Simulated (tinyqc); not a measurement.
# Voltage drop against the pad pitch

A grid of 17 by 17 nodes with segments Rx (rows) and Ry (columns); every node draws I1 and the central node kh I1; pads with resistance Rp sit at the nodes whose row and column are multiples of the pitch, counting from 0. The drops u = Vdd - V follow from G u = i, with G the conductance matrix and i the load currents, solved directly.

Parameters, values chosen for the exercise: supply voltage Vdd = 0.75 V; resistance of a horizontal segment Rx = 0.28 ohm; resistance of a vertical segment Ry = 0.14 ohm; resistance from a pad node to the supply Rp = 0.07 ohm; factor on the load at the hot node kh = 3; load current of a node in the large grid I1 = 0.26 mA.

Result of one run:
```
pitch (nodes)	pads	worst drop (mV)	mean drop (mV)	largest drop at a pad (mV)	largest pad current (mA)	worst drop over Vdd (%)
1	289	0.034603	0.018326	0.034603	0.49433	0.0046138
```

What becomes of these results when the pad pitch is changed from 1 to 4 nodes, all else the same?

Result of the changed run:
```
pitch (nodes)	pads	worst drop (mV)	mean drop (mV)	largest drop at a pad (mV)	largest pad current (mA)	worst drop over Vdd (%)
4	25	0.53496	0.42086	0.29396	4.1994	0.071327
```

The whole series:
```
pitch (nodes)	pads	worst drop (mV)	mean drop (mV)	largest drop at a pad (mV)	largest pad current (mA)	worst drop over Vdd (%)
1	289	0.034603	0.018326	0.034603	0.49433	0.0046138
2	81	0.13189	0.097395	0.092126	1.3161	0.017586
4	25	0.53496	0.42086	0.29396	4.1994	0.071327
8	9	1.9073	1.6387	0.89915	12.845	0.25431
16	4	6.8079	5.8175	1.3240	18.915	0.90772
```

The worst drop goes from 0.0346 to 6.81 mV while the number of pads falls from 289 to 4; between the last two rows it goes as pitch^(1.84). The largest drop at a pad is 100 % of the worst drop in the first row and 19.4 % in the last; the rest falls along the wires.

Program tinyqc, `OMP_NUM_THREADS=1 python tinyqc.py 2770208 2770209 out.jsonl`; Intel Xeon 2.30GHz, shared host, one thread, about 0.09 s.
